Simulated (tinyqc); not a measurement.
# Worked calculation: polycrystalline film, grain-boundary barriers (Seto model)

Computed by the program tinyqc: `OMP_NUM_THREADS=1 python tinyqc.py 2610104 2610105 out.jsonl`, one thread of a shared Intel Xeon 2.30GHz, about 0.01 s for the whole run. Printed values are rounded.

One-dimensional grains of size Lg with donors N; each boundary has Qt acceptor-like traps per area at one level Et below the band edge. Trapped electrons qt deplete a width w = qt/N (both sides together) and raise a barrier Vb = q N w^2/(8 eps0 eps_r). Current crosses the barriers by thermionic emission at small bias. Abrupt depletion, full ionisation, Boltzmann statistics.

Values chosen for this exercise; values close to those of polycrystalline silicon: temperature T = 300 K; relative permittivity of the semiconductor eps_r = 11.7; grain size Lg = 20 nm; trap density at a boundary Qt = 2.6e12 cm^-2; donor density N = 6.2e18 cm^-3; mobility inside a grain mg = 130 cm^2/(V s); collection velocity at the barrier vc = 3.9e6 cm/s; conduction-band density of states at T Nc = 2.8e19 cm^-3; trap level below the band edge Et = 0.55 eV.

Constants: q = 1.602176634e-19 C, kB = 1.380649e-23 J/K, Vt = kB T/q, eps0 = 8.8541878128e-14 F/cm where lengths are in cm. Results are converted to the units shown.

Range of the model: The barrier is under 2 Vt, where the abrupt-depletion and emission pictures are rough.

## Critical doping and limits of the barrier

N* = Qt/Lg; fully depleted grains have Vb = q N Lg^2/(8 eps0 eps_r), filled traps Vb = q Qt^2/(8 eps0 eps_r N); the true barrier cannot exceed the smaller.

N* = 1.3e18 cm^-3
Vb, fully depleted = 0.479444 V
Vb, traps filled = 0.0210786 V

## Iteration 1: trapped charge

qt at the start = 2.4e12 cm^-2

w = qt/N, Vb = q N w^2/(8 eps0 eps_r), out = Qt/(1 + 2 (Nc/N) exp((Vb - Et)/Vt)); qt(new) = out.

w = 3.87097 nm
Vb = 0.0179604 V
out = 2.60000e12 cm^-2
qt after iteration 1 = 2.60000e12 cm^-2

## Course of the iteration: trapped charge

Stop when qt changes by less than 10000 cm^-2, or after 60 iterations.

Course of the iteration:
```
iteration  qt (cm^-2)  |change| (cm^-2)
1          2.60000e12           2.00e11
2          2.60000e12              3470
```

Converged in 2 iterations. The change falls from 2.0e11 in the first iteration to below the tolerance in the last.

## Barrier, resistivity and effective mobility

Partly depleted grains: the density at the grain centre is n0 = N and qt = Qt/(1 + 2 (Nc/N) exp((Vb - Et)/Vt)). If that gives qt >= N Lg, the grains are fully depleted: qt = N Lg, w = Lg and n0 = 2 Nc exp((Vb - Et)/Vt)/(Qt/(N Lg) - 1). Resistivity: barriers rb = Vt exp(Vb/Vt)/(q n0 vc Lg), grain interior rg = (1 - w/Lg)/(q mg N); effective mobility 1/(q N (rb + rg)).

qt = 2.60000e12 cm^-2
w = 4.19355 nm
Vb = 0.0210786 V
n0 = 6.2e18 cm^-3
rb = 0.00754052 ohm cm
rg = 0.00612011 ohm cm
effective mobility = 73.6932 cm^2/(V s)

The grains are partly depleted, 100 % of the traps are filled and the barriers give 55.2 % of the resistivity.
